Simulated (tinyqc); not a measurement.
## Phonon and roughness prefactors from two fields

Question. At 300 K and high field 1/mu = E^(1/3)/Ap + E^gs/As, E in MV/cm. Find Ap and As.

Parameters, values chosen for the exercise: exponent of the roughness term gs = 1.

mu at E = 0.56 and 1.08 MV/cm (cm^2/(V s)): [124.50663, 87.678795]

Answer. Two linear equations in 1/Ap and 1/As.

Ap = 138.0 cm^2/(V s)
As = 272.0 cm^2/(V s)

Program tinyqc, `OMP_NUM_THREADS=1 python tinyqc.py 2510085 2510086 out.jsonl`; Intel Xeon 2.30GHz, shared host, one thread, about 0.01 s.
